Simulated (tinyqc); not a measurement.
Inter-valley coupling by envelope functions against a chain of atomic planes, step by step. Values are carried at full precision from step to step, so a last printed digit may differ when a step is redone from the rounded ones.

Chain: E(phi) = e0 + 2 v cos(phi) + 2 u cos(2 phi), cos(phi0) = -v/(4u), e0 = 2u + v^2/(4u); plane j = 0, 1, ... has the potential V_j = dE x_j + F (j - 30) a/4 (1 MV/m = 1e-4 V/angstrom). There are 30 barrier planes a side; with y = j - 29.5, x_j = xb (f(y) + f(Nw - y)), f(y) = 1/(1 + exp(y/L)), plus any Ge added in the well. The valley splitting is the spacing of the two lowest levels. Envelope theory: F_j solves a one-valley chain with hopping -b and diagonal 2b + V_j, b = 4u sin^2(phi0), sum F_j^2 = 1; the valleys couple by Dv = sum_j F_j^2 V_j exp(-2 i phi0 j) and split by 2|Dv|.

Constants: hbar^2/2m0 = 3.80998211 eV angstrom^2.

Parameters, chosen for this exercise (near those of the Delta valleys of silicon in a SiGe well; shifted at random, so the results belong to these values and not to a real crystal): a = 5.431 angstrom (lattice constant; planes lie a/4 apart); u = 0.589 eV (second-neighbour hopping); v = 0.634 eV (nearest hopping); Nw = 54 (planes in the well); L = 1 planes (interface width); xb = 0.21 (Ge fraction of the barriers); dE = 0.51 eV (offset per unit Ge fraction); F = 0 MV/m (field); js = 42 (plane j of a Ge spike (the well starts at j = 30)); xs = 0.2 (Ge fraction added on that plane).

## Valley phase, mass and the wavelengths that couple the valleys

phi0; b = 4u sin^2(phi0); mass m/m0 = c/(b (a/4)^2), c = hbar^2/2m0. A potential couples the valleys if its phase advances by 2 phi0 a plane, or, since only whole planes count, by 2 pi - 2 phi0: periods pi/phi0 and pi/(pi - phi0) planes.

phi0 = 1.84325 rad
b = 2.18539 eV
mass = 0.9457 m0

periods (planes): pi/phi0 1.7044, pi/(pi - phi0) 2.4197

longer period = 3.2854 angstrom

## The smooth well

Lowest doublet of the chain and the envelope result.

level (meV): chain 5.615, envelope 5.626

splitting (micro-eV): chain 0.527, envelope 0.409

planes covered, 1/sum F^4 = 41.60
largest F_j^2 = 0.03215

The levels agree within 0.01 meV. A graded interface has little Fourier weight at 2 phi0, so the splitting is a small remainder of cancelling terms; the envelope value is 0.78 times that of the chain.

## One plane of added Ge, to first order

F_j^2 of the smooth well on that plane = 0.01768

F_j is the envelope on plane j (sum F_j^2 = 1) and Dv the coupling of the two valleys, which split by 2|Dv|. A single plane has Fourier weight at all wavelengths: it adds dE xs F_j^2 to |Dv|, so the splitting is about 2 dE xs F_j^2 if this term rules, and the mean of the doublet rises by dE xs F_j^2.

splitting = 3607 micro-eV
rise of the mean level = 1.803 meV

The chain with the spike gives 2184 micro-eV and a rise of 1.092 meV; the envelope solved with the spike gives 2060. First order is +65 % off: the state draws back from the spike, which the envelope solved anew includes.

## Checks

- Splitting with a weak spike (0.02) on plane j = 48 from the envelope against the chain (micro-eV): both 518.

(tinyqc, `OMP_NUM_THREADS=1 python tinyqc.py 1450628 1450629 out.jsonl`, Intel(R) Xeon(R) Processor @ 2.30GHz, 1 thread, shared host, about 0.05 s.)
